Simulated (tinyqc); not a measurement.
# Capacitance measurement on a leaky thin oxide: effects of series resistance and leakage: readings against frequency

The device is a capacitance C in parallel with a leakage conductance G, in series with Rs and Ls. An impedance meter reports either a parallel pair (Cp, Gp) from Y = 1/Z = Gp + i w Cp or a series pair (Cs, Rm) from Z = Rm + 1/(i w Cs); w = 2 pi f, dissipation D = Gp/(w |Cp|).

EOT = 3.9 tox/eox; CET = EOT + zc + zp; C = 3.9 eps0 A/CET; G = Jg A/Vs. Z = Rs + i w Ls + 1/(G + i w C); CET read from Cp = 3.9 eps0 A/Cp; errors under 0.001 % are printed as 0.

Values chosen for this exercise; values of the order met in thin-oxide MOS capacitors:
- eox = 3.9 (relative permittivity of the gate insulator (close to silicon dioxide))
- tox = 1.2 nm (insulator thickness)
- A = 100 um^2 (gate area)
- zc = 0.27 nm (oxide-equivalent thickness added by the accumulation layer)
- zp = 0 nm (oxide-equivalent thickness added by gate depletion)
- Jg = 1 A/cm^2 (gate leakage current density, not matched to the thickness)
- Vs = 0.28 V (voltage for an e-fold rise of the leakage)
- Rs = 61 ohm (series resistance)
- Ls = 44 nH (series inductance)

Constants: eps0 = 8.8541878128e-14 F/cm where lengths are in cm. Results are converted to the units shown.

The same in every row: C (pF) = 2.3491.

Readings against frequency:
```
f (Hz)  Cp (pF)   Cs (pF)         D  error of Cp (%)  error of Cs (%)  CET read from Cp (nm)
1000     2.3480  1.3754e5    242.03          -0.0436           5.86e6                 1.4706
3000     2.3480     15285    80.675          -0.0436           6.51e5                 1.4706
10000    2.3480    1377.7    24.203          -0.0436           5.86e4                 1.4706
30000    2.3480    155.17    8.0675          -0.0436             6510                 1.4706
1e5      2.3480    16.103    2.4203          -0.0436              586                 1.4706
3e5      2.3480    3.8773   0.80702          -0.0436             65.1                 1.4706
1e6      2.3481    2.4866   0.24293          -0.0433             5.86                 1.4706
3e6      2.3481    2.3644  0.083379          -0.0406            0.654                 1.4706
1e7      2.3488    2.3514  0.033219          -0.0109           0.0994                 1.4702
3e7      2.3550    2.3579  0.035207            0.251            0.375                 1.4663
```

Read the table: what changes, and by how much?

D goes from 242 through a minimum of 0.0332 (at f = 1e7 Hz among the rows listed) to 0.0352; without inductance its minimum lies at f = sqrt(G (1 + G Rs)/Rs)/(2 pi C) = 1.64e7 Hz. The error of Cp goes from -0.0436 to 0.251 % and that of Cs from 5.86e6 to 0.375 %; at low frequency Cp tends to C/(1 + G Rs)^2 and Cs grows as 1 + (G/(w C))^2. One of the two readings is within 2 % of C for f = 1000, 3000, 10000, 30000, 1e5, 3e5, 1e6, 3e6, 1e7, 3e7 Hz. For f = 1000, 3000, 10000, 30000, 1e5 D exceeds 1, where the accuracy of real meters degrades in proportion to sqrt(1 + D^2).

Numbers from tinyqc (`OMP_NUM_THREADS=1 python tinyqc.py 2022106 2022107 out.jsonl`; about 0.01 s on one thread of a shared Intel Xeon 2.30GHz).
